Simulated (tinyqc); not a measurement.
Rates against energy: scattering rates of a carrier in a spherical band by Fermi's golden rule. Computed by tinyqc, a small Python program. Command: `OMP_NUM_THREADS=1 python tinyqc.py 3025775 3025776 out.jsonl scatter walk`. One thread of a shared host (Intel(R) Xeon(R) Processor @ 2.30GHz), about 0.01 s of CPU time with the checks.

All processes here are isotropic or elastic, and the rate listed is the momentum relaxation rate.

Inputs (values chosen for the exercise, modelled on electrons in diamond):

| quantity | value | unit |
|---|---|---|
| density-of-states mass of one valley m | 0.504 | m_0 |
| non-parabolicity alpha | 0.2 | 1/eV |
| static permittivity eps_s | 5.7 | - |
| density rho | 3515 | kg/m^3 |
| sound velocity v_l | 18700 | m/s |
| acoustic deformation potential D_A | 8 | eV |
| phonon energy hbar w | 142 | meV |
| optical or intervalley deformation potential D_o | 8.3 | 1e8 eV/cm |
| final valleys Z_f | 5 | - |
| ionised impurity density N_I | 2.1e+17 | 1/cm^3 |
| temperature T | 200 | K |
| neutral impurity density N_n | 1.7e+16 | 1/cm^3 |

Crystal: non-polar. Band: Kane. Impurity formula: Brooks-Herring. Further scattering: neutral impurities.

Constants: k_B = 1.380649e-23 J/K; e = 1.602176634e-19 C; hbar = 1.054571817e-34 J s; m_0 = 9.1093837015e-31 kg; hbar = 6.582119569e-16 eV s; k_B = 8.617333262e-05 eV/K; eps_0 = 8.8541878128e-12 F/m.

Method:
- Kane band: hbar^2 k^2/(2 m) = E (1 + alpha E), speed v = hbar k/(m (1 + 2 alpha E)), states per spin, volume and energy g(E) = m k (1 + 2 alpha E)/(2 pi^2 hbar^2); overlap factors are set to 1. Masses are multiplied by m_0 and all formulas are in SI units.
- Phonon occupation N_q = 1/(exp(hbar w/(k_B T)) - 1).
- Acoustic deformation potential (elastic, equipartition, absorption and emission together): 1/tau = 2 pi k_B T D_A^2 g(E)/(hbar rho v_l^2).
- Optical or intervalley deformation potential: 1/tau = (pi Z_f D_o^2/(rho w)) [N_q g(E + hbar w) + (N_q + 1) g(E - hbar w)], with g = 0 below the band edge.
- Singly charged impurities, momentum relaxation: 1/tau = N_I e^4 m (1 + 2 alpha E) Phi/(8 pi (eps_s eps_0)^2 hbar^3 k^3), with alpha = 0 for a parabolic band.
- Brooks-Herring: Phi = ln(1 + b) - b/(1 + b), b = 4 k^2 L_s^2.
- Debye screening by free carriers of density N_I: L_s = sqrt(eps_s eps_0 k_B T/(e^2 N_I)).
- Neutral impurities (Erginsoy): 1/tau = 20 N_n a_B hbar/m, a_B = 4 pi eps_s eps_0 hbar^2/(m e^2).

Momentum relaxation rates (1e12/s) and the total time:

| E (meV) | acoustic | optical absorption | optical emission | ionised impurity | neutral impurity | tau_m (fs) |
|---|---|---|---|---|---|---|
| 14 | 0.1993 | 0.003136 | 0.000 | 21.853 | 0.046739 | 45.24 |
| 36 | 0.3231 | 0.003385 | 0.000 | 7.606 | 0.046739 | 125.32 |
| 71 | 0.4616 | 0.003764 | 0.000 | 3.379 | 0.046739 | 256.98 |
| 130 | 0.6426 | 0.004371 | 0.000 | 1.602 | 0.046739 | 435.61 |
| 160 | 0.7232 | 0.004669 | 3.773 | 1.235 | 0.046739 | 172.93 |
| 210 | 0.8482 | 0.005154 | 7.516 | 0.877 | 0.046739 | 107.61 |
| 310 | 1.0787 | 0.006102 | 12.395 | 0.535 | 0.046739 | 71.12 |
| 500 | 1.4885 | 0.007874 | 19.735 | 0.291 | 0.046739 | 46.36 |
| 850 | 2.2352 | 0.011210 | 32.153 | 0.148 | 0.046739 | 28.91 |
| 1400 | 3.4930 | 0.016904 | 52.571 | 0.078 | 0.046739 | 17.79 |

What does the comparison show, and why?

The largest rate is ionised impurity from 14.0 to 130, optical emission from 160 to 1400 meV. Crossing hbar w = 142 meV opens emission: tau_m goes from 436 to 173 fs between the two rows around it. The impurity rate goes between the last rows as E^-1.28; the acoustic rate follows g(E) and grows by a factor 17.5 over the table (10.0 for a parabolic band). At 14 meV hbar/tau exceeds E/2, so the golden rule loses its meaning there. Erginsoy's formula holds for k a_B below about 0.5 and for dopants that stay neutral, which means low temperature; elsewhere it is only a rough constant rate.

Extremes, crossings and ranges named in words are read from the listed rows.
